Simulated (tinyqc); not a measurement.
# Changing the pressure P

Model: Born-Mayer model of an ionic crystal AB. Computed by tinyqc, a small Python program. Command: `OMP_NUM_THREADS=1 python tinyqc.py 3004314 3004315 out.jsonl bornmayer sweep`. One thread of a shared host (Intel(R) Xeon(R) Processor @ 2.30GHz), about 0.01 s of CPU time with the checks.

Energies are per ion pair and r is the nearest distance of unlike ions.

Inputs (values chosen for the exercise, for a model salt): ionic charge z = 2; unlike repulsion lambda = 453 eV; range rho = 0.349 angstrom; like repulsion lambda2 = 853 eV; dispersion C between like ions = 19 eV angstrom^6.

Structure: zinc blende. Short range: with like-ion terms.

Constants: e^2/(4 pi eps_0) = 14.39964548 eV angstrom; 1 eV/angstrom^3 = 160.2176634 GPa.

Method:
- Madelung constant M, unlike neighbours z1, like neighbours z2 at f r, volume per pair: rock salt 1.747565, 6, 12, sqrt2, 2 r^3; caesium chloride 1.762675, 8, 6, 2/sqrt3, 8 r^3/(3 sqrt3); zinc blende 1.638055, 4, 12, sqrt(8/3), 16 r^3/(3 sqrt3).
- U(r) = -M z^2 e^2/(4 pi eps_0 r) + z1 lambda exp(-r/rho) + z2 [lambda2 exp(-f r/rho) - C/(f r)^6] (one mean like-ion term for both sublattices).
- With the volume written as c r^3, under pressure take the root at the minimum of the enthalpy and solve U'(r) + 3 c r^2 P = 0; H = U + P V; B = (U'' - 2 U'/r)/(9 c r).

One run for each value; columns: (1) pressure P (GPa); (2) volume at P (angstrom^3); (3) bulk modulus at P (GPa); (4) enthalpy at P (eV per pair); (5) distance at P (angstrom):
```
(1)     (2)     (3)      (4)     (5)
0    22.301  166.73  -40.708  1.9348
2    22.041  174.20  -40.431  1.9272
5    21.676  185.25  -40.022  1.9165
10   21.125  203.31  -39.354  1.9002
20   20.189  238.35  -38.066  1.8716
30   19.412  272.24  -36.831  1.8473
50   18.176  337.53  -34.489  1.8073
80   16.806  431.09  -31.220  1.7607
```

Over the rows, volume at P (angstrom^3) falls from 22.3 to 16.8; bulk modulus at P (GPa) rises from 167 to 431; enthalpy at P (eV per pair) rises from -40.7 to -31.2. dB/dP is 3.73 between the first rows and 3.12 between the last; dH/dP equals the volume.

Extremes, crossings and ranges named in words are read from the listed rows.
